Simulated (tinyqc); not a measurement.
Worked calculation: G0W0 on RHF in the 6-311g basis, for H2, spin multiplicity 1. One step of it, computed by the program tinyqc.

Task: Iteration 6 (converged): orbitals. Diagonalise F' = X^T F X, C = X C', fill 1 alpha and 1 beta electrons from the bottom; D = 2 C_occ C_occ^T. Each column has its largest component positive (the first on a tie).

converged F (hartree), lower triangle:
```
           1H 1s      1H 2s      1H 3s      2H 1s      2H 2s      2H 3s
1H 1s   0.693774
1H 2s  -0.334531  -0.260633
1H 3s  -0.407529  -0.341384  -0.256922
2H 1s  -0.303488  -0.370883  -0.351292   0.693774
2H 2s  -0.370883  -0.399719  -0.360206  -0.334531  -0.260633
2H 3s  -0.351292  -0.360206  -0.283528  -0.407529  -0.341384  -0.256922
```

X:
```
               1          2          3          4          5         6
1H 1s   0.670077  -0.929438  -0.704211   0.641470   0.512696  0.155191
1H 2s  -1.886966   1.486154   0.760885   0.107226   0.340716  0.239096
1H 3s   2.368531  -0.858268   0.805411  -0.508992   0.126396  0.245952
2H 1s  -0.670077  -0.929438   0.704211   0.641470  -0.512696  0.155191
2H 2s   1.886966   1.486154  -0.760885   0.107226  -0.340716  0.239096
2H 3s  -2.368531  -0.858268  -0.805411  -0.508992  -0.126396  0.245952
```

Give: F' = X^T F X; orbital energies; coefficients C; D after iteration 6.

Result:

F' = X^T F X (hartree), lower triangle:
```
        1       2       3       4      5       6
1   1.307
2   0.000   2.017
3  -0.968   0.000   1.280
4   0.000  -1.044   0.000   0.976
5   0.344   0.000  -0.654   0.000  0.571
6   0.000  -0.041   0.000  -0.046  0.000  -0.508
```

orbital energies (hartree): MO1 -0.512, MO2 0.109, MO3 0.334, MO4 0.531, MO5 2.519, MO6 2.663

coefficients C:
```
         MO1     MO2     MO3     MO4     MO5     MO6
1H 1s  0.155   0.110  -0.045  -0.098  -1.089  -1.128
1H 2s  0.306   0.098  -0.853  -1.276   1.618   1.207
1H 3s  0.179   1.405   0.900   1.807  -1.017  -0.463
2H 1s  0.155  -0.110  -0.045   0.098   1.089  -1.128
2H 2s  0.306  -0.098  -0.853   1.276  -1.618   1.207
2H 3s  0.179  -1.405   0.900  -1.807   1.017  -0.463
```

D after iteration 6, lower triangle:
```
       1H 1s  1H 2s  1H 3s  2H 1s  2H 2s  2H 3s
1H 1s  0.048
1H 2s  0.095  0.187
1H 3s  0.056  0.110  0.064
2H 1s  0.048  0.095  0.056  0.048
2H 2s  0.095  0.187  0.110  0.095  0.187
2H 3s  0.056  0.110  0.064  0.056  0.110  0.064
```
